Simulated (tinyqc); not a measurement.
## Hot electrons in a saturated n-channel MOSFET, lucky-electron model: effect of the oxide thickness

Beyond pinch-off the lateral field grows as Esat cosh(y/l) over the velocity-saturated region (pseudo-two-dimensional model). Impact ionisation in this region gives the substrate current, which biases the body forward through Rsub. Currents are per width. Local-field laws: they overstate ionisation when the field peak is narrower than an energy relaxation length.

Cox = 3.9 eps0/tox, l = sqrt(3 tox xj), Esat = 2 vs/mu. Overdrive g = Vg - VT + kb Vb; Vdsat = g Esat L/(g + Esat L); Id = Cox vs (g - Vdsat); dV = Vd - Id Rd - Vdsat; Em = sqrt((dV/l)^2 + Esat^2); Isub = Id (Ai/Bi) l Em exp(-Bi/Em). Vb = Rsub Isub is solved self-consistently. Lifetime tau = (Hl/Id)(Isub/Id)^(-m); 1 year = 3.15576e7 s.

Parameters, values chosen for the exercise; values close to those of silicon n-channel devices:
```
symbol  value        unit                                   meaning
L         0.8          um                            channel length
xj        330          nm                            junction depth
VT       0.77           V                                 threshold
mu        340  cm^2/(V s)                        effective mobility
vs      9.4e6        cm/s                       saturation velocity
Ai        2e6        1/cm                      ionisation prefactor
Bi       1.76       MV/cm                          ionisation field
Rd          0      ohm um     resistance of the lightly doped drain
Rsub    12000      ohm um                      substrate resistance
kb       0.32              fall of VT per volt of forward body bias
m         3.3                                     lifetime exponent
Hl        610     s uA/um                         lifetime constant
Vd          4           V                             drain voltage
Vg        1.7           V                              gate voltage
```

Constants: eps0 = 8.8541878128e-14 F/cm where lengths are in cm. Results are converted to the units shown.

Results:
```
tox (nm)	Id (uA/um)	Em (MV/cm)	Isub (uA/um)	Isub/Id	tau (years)
11	47.91	0.3144	0.6619	0.01382	0.5528
14	37.53	0.2799	0.2615	0.006968	6.753
17	30.87	0.2551	0.1172	0.003797	60.87
21	24.98	0.2308	0.04614	0.001847	811.6
32	16.39	0.1898	0.005907	3.604e-4	2.717e5
40	13.11	0.1715	0.001781	1.359e-4	8.501e6
```

Estimate the missing row, tox = 26 nm.

Computed row:
```
tox (nm)	Id (uA/um)	Em (MV/cm)	Isub (uA/um)	Isub/Id	tau (years)
26	20.17	0.2089	0.01683	8.341e-4	1.385e4
```

With this row back in the table: As tox goes from 11 to 40 nm, Em falls from 0.314 to 0.172 MV/cm, Isub falls from 0.662 to 0.00178 uA/um and tau rises from 0.553 to 8.50e6 years. From the first row to the last, log10(tau) changes by 7.2: 6.6 from (Isub/Id)^(-m), which holds Em and l, and 0.56 from 1/Id. For tox = 26 to 40 nm tau is a far extrapolation that only says that hot carriers are no limit.

Program tinyqc, `OMP_NUM_THREADS=1 python tinyqc.py 2550128 2550129 out.jsonl`; Intel Xeon 2.30GHz, shared host, one thread, about 0.01 s.
